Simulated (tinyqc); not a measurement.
What each parameter does: dielectric confinement in a thin film (image charges).

A film |z| < t/2 of dielectric constant eps between half-spaces of dielectric constant e2; lam = (eps - e2)/(eps + e2), q = e^2/(4 pi eps0). The self-energy of a band edge is taken with the high-frequency value, e2 = eh, and the field of a fixed ion with the static one, e2 = eo. A charge at z has images lam^|n| at n t + (-1)^n z. Its self-energy is S(z) = (q/2 eps) sum over n >= 1 of lam^n [1/(n t - 2z) + 1/(n t + 2z)] for odd n and 2 lam^n/(n t) for even n; at the centre S(0) = -(q/(eps t)) ln(1 - lam).

Donor at the centre, lam from the static eo, trial function cos(pi z/t) exp(-rho/l): E(l) = c/(m l^2) - (q/eps) times the integral over k of F(k t) (1 + (k l/2)^2)^(-3/2), with F(x) = F0 + 2 lam exp(-x) G/(1 - lam exp(-x)), F0 = 2[(1 - exp(-x/2))/x + x (1 + exp(-x/2))/(x^2 + 4 pi^2)], G = 2 sinh(x/2)[1/x - x/(x^2 + 4 pi^2)]; c = hbar^2/2m0. The binding energy is -E at the minimum, counted from the subband edge with its self-energy.

Constants: e^2/(4 pi eps0) = 14.39964547 eV angstrom; hbar^2/2m0 = 3.80998211 eV angstrom^2; Ry = 13.60569312 eV.

Inputs chosen for the exercise (near those of an InGaAs film in vacuum; not measured data):
```
symbol  value  unit      meaning
t       76     angstrom  film thickness
eps     13.2             dielectric constant of the film
eh      1                high-frequency dielectric constant outside
eo      1                static dielectric constant outside
m       0.045  m0        mass in the plane
```

<S> is the mean over (2/t) cos^2(pi z/t).

One parameter was then changed.

Results before and after:
```
case,lam from eh,<S> (meV),binding (meV),l (angstrom)
base,0.859,30.9,56.7,76.7
changed,0.859,30.9,59.3,69.1
```

Which of these changes was made? (a) eh = 1.3; (b) t = 86 angstrom; (c) eo = 1.4; (d) eps = 11.9; (e) m = 0.054 m0.

Answer: (e) m = 0.054 m0. Of the candidates, run in turn, only this one gives the changed row.

All candidates:
```
case,lam from eh,<S> (meV),binding (meV),l (angstrom)
base,0.859,30.9,56.7,76.7
t = 86 angstrom,0.859,27.3,51.7,80.9
eps = 11.9,0.845,32.7,61.7,72.6
eo = 1.4,0.859,30.9,48.5,78.1
eh = 1.3,0.821,27.3,56.7,76.7
m = 0.054 m0,0.859,30.9,59.3,69.1
```

Program tinyqc; command `OMP_NUM_THREADS=1 python tinyqc.py 1251698 1251699 out.jsonl`; about 0.05 s on one thread of a shared Intel(R) Xeon(R) Processor @ 2.30GHz.
